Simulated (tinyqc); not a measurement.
## p-n heterojunction, non-linear Poisson equation by Newton steps, Boltzmann statistics: starts and damping rules compared

One dimension, material 1 (p-type) at x < 0 and material 2 (n-type) at x > 0. Band edges: Ec = -psi in material 1 and -psi + dEc in material 2, Ev = Ec - Eg. Flat quasi-Fermi levels: 0 for holes, +V for electrons. n = Nc F((EFn - Ec)/Vt), p = Nv F((Ev - EFp)/Vt), with F(eta) = exp(eta) (Boltzmann statistics); full ionisation, no interface charge, classical densities; the doping types are chosen for the exercise.

a_i = eps0 eps_r/h_i for the interval from node i to i + 1, with h_i = x_(i+1) - x_i in cm.

n_i = Nc F(a_n), a_n = (V - Ec_i)/Vt; p_i = Nv F(a_p), a_p = (Ec_i - Eg)/Vt; rho_i = p_i - n_i + C_i with C = -N1 or +N2; g_i = (n_i + p_i)/Vt. Box widths w_i = (h_(i-1) + h_i)/2 in cm. Residual F_i = a_i (psi_(i+1) - psi_i) - a_(i-1) (psi_i - psi_(i-1)) + q rho_i w_i; Jacobian: a_(i-1) and a_i beside the diagonal, b_i = -a_(i-1) - a_i - q g_i w_i on it. The two end nodes are fixed.

Iterations until the largest undamped |d| is below 1e-9 V (the last, tiny step is counted), with a cap of 100; "overflow" would mean that an exponential left the range of double precision. Starts:
- neutral: psi_L on the nodes of material 1 and psi_R on those of material 2.
- smooth: psi_L + (psi_R - psi_L)(1 + tanh(x/s))/2 on the inner nodes with s = 160 nm, psi_L and psi_R on the ends.
- linear: A straight line in x from psi_L to psi_R.

Rules for the step d, which solves the tridiagonal system a_(i-1) d_(i-1) + b_i d_i + a_i d_(i+1) = -F_i:
- full Newton steps: the full step is added.
- logarithmic damping: each component d is damped to sign(d) Vt ln(1 + |d|/Vt) before it is added.
- steps capped at 4 Vt: if the largest |d| exceeds 4 Vt, the whole step is scaled down so that it equals 4 Vt.
- halved steps: half of the step is added while the largest |d| exceeds 1.5 Vt, the full step after that.

Inputs (values chosen for the exercise); band and dielectric values those of a made-up pair:

| symbol | value | unit | meaning |
|---|---|---|---|
| T | 300 | K | temperature |
| Eg1 | 3.67 | eV | band gap of material 1 |
| er1 | 9.62 |  | relative permittivity of material 1 |
| Nc1 | 2.65e18 | cm^-3 | conduction-band density of states of material 1 |
| Nv1 | 5.25e19 | cm^-3 | valence-band density of states of material 1 |
| Eg2 | 3.19 | eV | band gap of material 2 |
| er2 | 8.1 |  | relative permittivity of material 2 |
| Nc2 | 2.7e18 | cm^-3 | conduction-band density of states of material 2 |
| Nv2 | 4.66e19 | cm^-3 | valence-band density of states of material 2 |
| dEc | -0.23 | eV | conduction-band offset Ec2 - Ec1 |
| N1 | 1.2e16 | cm^-3 | acceptor density of material 1 |
| N2 | 5.6e15 | cm^-3 | donor density of material 2 |
| V | 0 | V | bias of side 1 against side 2 |

Constants: q = 1.602176634e-19 C, kB = 1.380649e-23 J/K, Vt = kB T/q, eps0 = 8.8541878128e-14 F/cm where lengths are in cm. Results are converted to the units shown.

| node | x (nm) | material |
|---|---|---|
| 0 | -655 | 1 |
| 1 | -502 | 1 |
| 2 | -374 | 1 |
| 3 | -265 | 1 |
| 4 | -172 | 1 |
| 5 | -94.2 | 1 |
| 6 | -28 | 1 |
| 7 | 28 | 2 |
| 8 | 113 | 2 |
| 9 | 244 | 2 |
| 10 | 442 | 2 |
| 11 | 744 | 2 |
| 12 | 1210 | 2 |

| interval | eps_r |
|---|---|
| 0 | 9.62 |
| 1 | 9.62 |
| 2 | 9.62 |
| 3 | 9.62 |
| 4 | 9.62 |
| 5 | 9.62 |
| 6 | 8.79481 |
| 7 | 8.1 |
| 8 | 8.1 |
| 9 | 8.1 |
| 10 | 8.1 |
| 11 | 8.1 |

psi_L = -3.45327 V
psi_R = -0.389720 V

Iterations needed:

|  | full Newton steps | logarithmic damping | steps capped at 4 Vt | halved steps |
|---|---|---|---|---|
| neutral | 9 | 29 | 23 | 13 |
| smooth | 9 | 17 | 12 | 10 |
| linear | 52 | 19 | 16 | 17 |

What does the comparison show?

The fewest iterations, 9, are needed by full Newton steps from the neutral start and full Newton steps from the smooth start. Every pairing converges. Lowest count for the worst start: halved steps, at most 17 iterations.

Program tinyqc, `OMP_NUM_THREADS=1 python tinyqc.py 2040085 2040086 out.jsonl`; Intel Xeon 2.30GHz, shared host, one thread, about 0.04 s.
